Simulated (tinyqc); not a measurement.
Inside a calculation. Model: velocity overshoot from momentum and energy balance equations after a field step. Computed by tinyqc, a small Python program that keeps every step. Command: `OMP_NUM_THREADS=1 python tinyqc.py 3014997 3014998 out.jsonl overshoot walk`. One thread of a shared host (Intel(R) Xeon(R) Processor @ 2.30GHz), about 0.03 s of CPU time with the checks. Intermediate numbers are printed to about 7 digits and carried at full precision; extremes and crossings named in words are read from the listed rows.

At t = 0 the field jumps from 0 to F in a uniform sample. v is the drift velocity and u = w - (3/2) k_B T the excess energy per carrier.

Inputs (values chosen for the exercise, modelled on electrons in 4H-SiC except for tau_E):
```
quantity,value,unit
effective mass m,0.34,m_0
low-field mobility mu_0,920,cm^2/(V s)
saturation velocity v_s,2,1e7 cm/s
energy relaxation time tau_E,0.73,ps
field after the step F,26,kV/cm
lattice temperature T,300,K
time step dt,210,fs
```

Scheme: explicit Euler.

Constants: m_0 = 9.1093837015e-31 kg; e = 1.602176634e-19 C; k_B = 8.617333262e-05 eV/K.

## Constants and steady state

dv/dt = e F/m - v/tau_m(u), du/dt = e F v - u/tau_E, tau_m(u) = tau_0/(1 + c u), tau_0 = m mu_0/e, c = mu_0/(e tau_E v_s^2); this choice gives the steady state v (1 + mu_0 F v/v_s^2) = mu_0 F, which saturates at v_s. Steady velocity v = 2 mu_0 F/(1 + sqrt(1 + 4 (mu_0 F/v_s)^2)); u = e F v tau_E; carrier temperature T + 2u/(3 k_B), neglecting the drift energy m v^2/2.

tau_0 = 177.8465 fs

c = 3.150685 1/eV

acceleration e F/m = 0.01344980 1e7 cm/s per fs

steady velocity = 1.331620 1e7 cm/s

steady excess energy = 0.2527414 eV

steady carrier temperature = 2255.295 K

tau_E/tau_0 = 4.10, and in the steady state tau_m has shrunk to 99.0 fs.

## First four steps

dv/dt = e F/m - v/tau_m(u), du/dt = e F v - u/tau_E, tau_m(u) = tau_0/(1 + c u), tau_0 = m mu_0/e, c = mu_0/(e tau_E v_s^2); this choice gives the steady state v (1 + mu_0 F v/v_s^2) = mu_0 F, which saturates at v_s. Step: v_new = v + dt (e F/m - v/tau_m(u)), u_new = u + dt (e F v - u/tau_E). Start v = u = 0; the distance adds dt (v + v_new)/2.

Steps:
```
step,t (fs),v (1e7 cm/s),u (eV),tau_m (fs)
1,210,2.824458,0.0000000,177.8465
2,420,2.313814,0.1542154,119.6907
3,630,1.078633,0.2361863,101.9675
4,840,1.681668,0.2271357,103.6623
```

After the first step u is still 0, below the drift energy m v^2/2, because the explicit scheme uses the old v: an error of the finite time step.

## The whole transient

Run to 8 times the larger of tau_E and tau_0, but at most 20001 steps, and stop early if |v| > 1000 v_s or u < -1/(2c); the run is accepted if the last v is within 0.5 % of the steady value.

Selected steps, the peak among them:
```
step,t (fs),v (1e7 cm/s),u (eV),distance (nm)
1,210,2.824458,0.0000000,29.6568
2,420,2.313814,0.1542154,83.6087
3,630,1.078633,0.2361863,119.2294
4,840,1.681668,0.2271357,148.2125
6,1260,1.588396,0.2406834,205.6354
7,1470,1.115010,0.2581722,234.0211
10,2100,1.530239,0.2462954,318.1291
12,2520,1.513453,0.2470417,374.1465
16,3360,1.485608,0.2479544,486.1054
21,4410,1.207405,0.2569634,626.0598
28,5880,1.425485,0.2497698,821.8242
```

peak velocity = 2.824458 1e7 cm/s

time of the peak = 210 fs

distance at the peak = 29.65681 nm

last relative deviation from the steady velocity = 0.07048981

peak over steady velocity = 2.121069

The run fails. Linearised at the steady state the two equations have the rates -0.0093 and -0.0021 per fs; the explicit step is stable only for dt < 2 |Re|/|rate|^2 = 214.4 fs, against dt = 210 fs; so near that limit the swings die out too slowly.

Reruns converge with time step dt = 21.0; or with scheme = implicit in the damping.
